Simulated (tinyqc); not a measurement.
# Gate-all-around wire with two subbands, quantum capacitance: effect of the gate voltage

phi is the Fermi level above the lowest subband edge, in volts; Vg is counted from the gate voltage at which an empty wire would have phi = 0. Both directions of motion are filled (equilibrium).

N1 = gv sqrt(2 md m0 kB T/(pi hbar^2)); n1 = N1 F(phi/Vt), n2 = g2 N1 F((phi - E2)/Vt), n = n1 + n2, F(e) = (1/sqrt(pi)) int_0^infinity u^(-1/2) du/(1 + exp(u - e)); Cq = q dn/dphi = (q N1/Vt) [F'(phi/Vt) + g2 F'((phi - E2)/Vt)]. Cox = 2 pi eps0 eox/ln(1 + tox/rw) per length; Vg = phi + q n/Cox. 1/C_G = 1/Cox + 1/(Cq); dphi/dVg = Cox/(Cox + Cq).

Inputs (values chosen for the exercise): temperature T = 150 K; relative permittivity of the gate insulator (close to aluminium oxide) eox = 8.94; insulator thickness tox = 10 nm; mass along the wire md = 0.069 m0; valley degeneracy gv = 4; second subband above the first E2 = 0.19 eV; orbital degeneracy of the second subband g2 = 1; radius of the wire rw = 2.1 nm.

Constants: q = 1.602176634e-19 C, kB = 1.380649e-23 J/K, hbar = 1.054571817e-34 J s, m0 = 9.1093837015e-31 kg, Vt = kB T/q, eps0 = 8.8541878128e-14 F/cm where lengths are in cm. Results are converted to the units shown.

The same in every row: Cox (pF/cm) = 2.840.

Effect of the gate voltage:
```
Vg (V),phi (V),n (cm^-1),Cq (pF/cm),C_G (pF/cm),dphi/dVg,share of the second band (%)
-0.2,-0.2000,0.6584,8.161e-6,8.161e-6,1.000,4.133e-5
-0.04,-0.04560,9.933e4,1.206,0.8467,0.7019,4.219e-5
0.11,-0.001179,1.971e6,15.79,2.407,0.1524,6.611e-5
0.27,0.02034,4.425e6,18.72,2.466,0.1317,1.556e-4
0.42,0.04197,6.701e6,14.78,2.382,0.1611,5.478e-4
0.58,0.07145,9.014e6,10.83,2.250,0.2077,0.003983
0.73,0.1056,1.107e7,8.701,2.141,0.2461,0.04556
0.89,0.1464,1.318e7,8.647,2.138,0.2472,0.8740
1.04,0.1762,1.531e7,16.29,2.418,0.1485,6.271
1.2,0.1955,1.781e7,24.29,2.543,0.1047,15.06
```

As Vg goes from -0.2 to 1.2, Cq moves up and down between 8.16e-6 and 24.3 pF/cm, C_G/Cox moves up and down between 2.87e-6 and 0.895 and n rises from 0.658 to 1.78e7 cm^-1. Cq is below Cox for Vg = -0.2, -0.04; there the density of states limits the response dn/dVg more than the insulator does. The peak of Cq mirrors the inverse-square-root peak of the density of states at a subband edge.

Program tinyqc, `OMP_NUM_THREADS=1 python tinyqc.py 2200108 2200109 out.jsonl`; Intel Xeon 2.30GHz, shared host, one thread, about 0.01 s.
